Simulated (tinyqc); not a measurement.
Overlap of hydrogenic dopants: pairs, impurity band and the Mott density, step by step. Values are carried at full precision from step to step, so a last printed digit may differ when a step is redone from the rounded ones.

Ry* = Ry m/eps^2, aB = a0 eps/m. For 1s orbitals a distance rho = R/aB apart, in Ry*: overlap S = exp(-rho)(1 + rho + rho^2/3), J = (2/rho)(1 - (1 + rho) exp(-2 rho)) (attraction to the other ion), Kx = 2 (1 + rho) exp(-rho) (exchange of one electron). One electron on a pair has E = -1 - (J +/- Kx)/(1 +/- S), without the repulsion 2/rho of the ions. Hopping after orthogonalisation: t = (Kx - S J)/(1 - S^2), half the splitting. Dopants on a lattice with z neighbours, n = (3 sqrt3/4)/R^3 (bcc), give a band of width B = 2 z t, as on any lattice of two interpenetrating sublattices. Valleys, central cells and disorder are left out.

Constants: Ry = 13.60569312 eV; a0 (Bohr radius) = 0.5291772105 angstrom; hbar = 6.58211957e-16 eV s.

Values chosen for the exercise (an isotropic mass and dielectric constant of the size used for donors in Si; shifted at random, so the results belong to these values and not to a real crystal):
- m = 0.319 m0 (mass)
- eps = 11.9 (dielectric constant)
- N = 0.0091 1/aB^3 (dopant density)
- rho = 2.1 aB (distance of a pair)
- u = 0.945 Ry* (cost of a second electron on one dopant)
- z = 8 (neighbours in the dopant lattice)

## Scales

Form Ry*, aB, and the density N in 1/cm^3 (1/angstrom^3 = 1e24/cm^3).

Ry* = 30.649 meV
aB = 19.740 angstrom
density = 1.183e+18 1/cm^3

## A pair with one electron

Form S, J, Kx, the two levels, t, and the total energy of the lower state with the repulsion, relative to a distant pair (-1).

S, J, Kx: 0.55963  0.90811  0.75923

levels (Ry*): even -2.06906, odd -1.33807

t = 0.36550 Ry*
energy of the pair against a distant one (negative: bound) = -0.11668 Ry*

In this host the pair is 4.1 nm long and its splitting 2t is 22.40 meV.

## The pair with two electrons (two-site Hubbard model)

t is the hopping between the two dopants. Singlet at (u - sqrt(u^2 + 16 t^2))/2 below the triplet at 0; estimate 4 t^2/u; weight of double occupancy (1 - u/sqrt(u^2 + 16 t^2))/2; swap time pi hbar/Jx with Jx the splitting in eV. t and u are in units of Ry*.

singlet-triplet splitting (meV): exact 12.20, 4 t^2/u 17.33

double occupancy = 0.2286
swap time = 0.170 ps

The estimate is 42.1 % too high at 4t/u = 1.55.

## The impurity band at this density

Form R/aB, t, B = 2 z t and N^(1/3) aB. Two estimates of the gap between the Hubbard bands: u - B (rigid bands, closing at B = u) and the Hubbard-III rule, which closes at B = (2/sqrt3) u; give B/u.

R/aB = 5.2263
t = 0.03564 Ry*

B: in Ry* 0.570, in meV 17.475

N^(1/3) aB = 0.2088
B/u = 0.603

Both rules leave a gap: an insulator at T = 0. Mott's screening rule, N^(1/3) aB = 0.26, puts this density on the insulating side.

## Checks

- Overlap S against numerical integration in elliptic coordinates: both 0.55963.

(tinyqc, `OMP_NUM_THREADS=1 python tinyqc.py 1451416 1451417 out.jsonl`, Intel(R) Xeon(R) Processor @ 2.30GHz, 1 thread, shared host, about 0.01 s.)
